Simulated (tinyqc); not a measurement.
Stark shift: stepped quantum well by finite differences.

Finite differences on points z_i at the centres of cells of width h: H_ii = (c/h^2)(1/m_(i-1/2) + 1/m_(i+1/2)) + V_i, H_(i,i+1) = -(c/h^2)/m_(i+1/2), where m_(i+1/2) is the mean of the masses at the two points (the end values are repeated outwards), psi = 0 on the points beyond both ends, c = hbar^2/2m0. The field adds e F (z - z0) with z0 the middle of the structure; 1 kV/cm = 1e-5 eV/angstrom.

Constants: hbar^2/2m0 = 3.80998211 eV angstrom^2.

Parameters, chosen for this exercise (out of a larger set: near those of an InGaAs well in InP; not measured data): layers = ((69, 0.238, 0.0777), (46, 0, 0.0407), (69, 0.074, 0.0522), (69, 0.238, 0.0777)) (each layer: thickness in angstrom, band edge in eV, mass in m0); hf = 1.4375 angstrom (cell width of the fine grid); Fs = (0, 10, 20, 30, 40, 50, 60) kV/cm (fields).

Fine grid. Perturbation theory: dE1 = e F z_11 - beta (e F)^2 with beta = sum_j z_1j^2/(E_j - E_1) over the 13 next levels at zero field, z from z0.

Levels against field:

| F (kV/cm) | E1 (eV) | E2 (eV) | dE1 (meV) | second order (meV) | <z - z0> (angstrom) | E2 - E1 (meV) |
|---|---|---|---|---|---|---|
| 0 | 0.0670 | 0.1584 | 0.00 | 0.00 | -18.2 | 91.4 |
| 10.0 | 0.0651 | 0.1601 | -1.89 | -1.90 | -19.7 | 95.0 |
| 20.0 | 0.0631 | 0.1617 | -3.93 | -3.95 | -21.1 | 98.6 |
| 30.0 | 0.0609 | 0.1632 | -6.10 | -6.16 | -22.3 | 102.3 |
| 40.0 | 0.0586 | 0.1647 | -8.40 | -8.52 | -23.5 | 106.1 |
| 50.0 | 0.0562 | 0.1661 | -10.80 | -11.04 | -24.6 | 109.9 |
| 60.0 | 0.0537 | 0.1673 | -13.32 | -13.71 | -25.7 | 113.6 |

z_11 = -18.18 angstrom
beta = 7793 angstrom^2/eV

What can be read from this table?

The state sits -18.2 angstrom off the middle at zero field, so the shift starts linearly in F. At 60 kV/cm E1 has moved by -13.32 meV, where second order gives -13.71 meV; they differ by 3.0 % there. The electron moves by -7.5 angstrom, against the rise of the potential. From 60 kV/cm on E2 lies above the lowest point of the outer barrier, so it is a resonance or a state of the finite grid, held or pushed up by its ends. E2 - E1 grows with the field; the ends are 91.4 and 113.6 meV.

tinyqc: `OMP_NUM_THREADS=1 python tinyqc.py 1250771 1250772 out.jsonl`; about 0.01 s, one thread, shared Intel(R) Xeon(R) Processor @ 2.30GHz.
